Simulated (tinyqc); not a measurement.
Kinetic Monte Carlo and master equation for a particle on a ring of sites with traps and bias: one step, computed by the program tinyqc.

5 sites on a ring, numbered 1 to 5. The saddle between i and i+1 lies at E0 + s b_i and site i at s eps_i; a force F tilts the landscape, with the saddle half-way.

Task: Twelve steps of the residence-time algorithm. Start on site 1 at t = 0. Hop right if r1 is below the share right, else left; advance the clock by -ln(r2) times the mean stay.

Inputs (values chosen for the exercise, for a model defect): temperature T = 580 K.

Disorder: random barriers.

Random numbers:

| step | r1 | r2 |
|---|---|---|
| 1 | 0.4723 | 0.0199 |
| 2 | 0.2307 | 0.2293 |
| 3 | 0.9581 | 0.0620 |
| 4 | 0.0720 | 0.2637 |
| 5 | 0.2853 | 0.1835 |
| 6 | 0.8484 | 0.0872 |
| 7 | 0.7869 | 0.0796 |
| 8 | 0.3419 | 0.2996 |
| 9 | 0.7565 | 0.9308 |
| 10 | 0.9520 | 0.1506 |
| 11 | 0.1966 | 0.4916 |
| 12 | 0.5910 | 0.1621 |

Rates, shares of right hops and mean stays:

| site | k right (1/s) | k left (1/s) | share right | mean stay (s) |
|---|---|---|---|---|
| 1 | 2981486 | 917560 | 0.7646706 | 2.564729e-07 |
| 2 | 1919857 | 846989 | 0.6938793 | 3.614224e-07 |
| 3 | 1129804 | 545398 | 0.6744285 | 5.969429e-07 |
| 4 | 4025056 | 320958 | 0.9261489 | 2.300959e-07 |
| 5 | 3229906 | 1143449 | 0.7385420 | 2.286574e-07 |

Give: Trajectory.

Result:

Trajectory:

| step | site | hop | wait (s) | clock (s) | net hops |
|---|---|---|---|---|---|
| 1 | 1 | right | 1.005e-06 | 1.005e-06 | 1 |
| 2 | 2 | right | 5.323e-07 | 1.537e-06 | 2 |
| 3 | 3 | left | 1.660e-06 | 3.197e-06 | 1 |
| 4 | 2 | right | 4.818e-07 | 3.679e-06 | 2 |
| 5 | 3 | right | 1.012e-06 | 4.691e-06 | 3 |
| 6 | 4 | right | 5.613e-07 | 5.252e-06 | 4 |
| 7 | 5 | left | 5.787e-07 | 5.831e-06 | 3 |
| 8 | 4 | right | 2.773e-07 | 6.108e-06 | 4 |
| 9 | 5 | left | 1.640e-08 | 6.124e-06 | 3 |
| 10 | 4 | left | 4.356e-07 | 6.560e-06 | 2 |
| 11 | 3 | right | 4.239e-07 | 6.984e-06 | 3 |
| 12 | 4 | right | 4.187e-07 | 7.403e-06 | 4 |
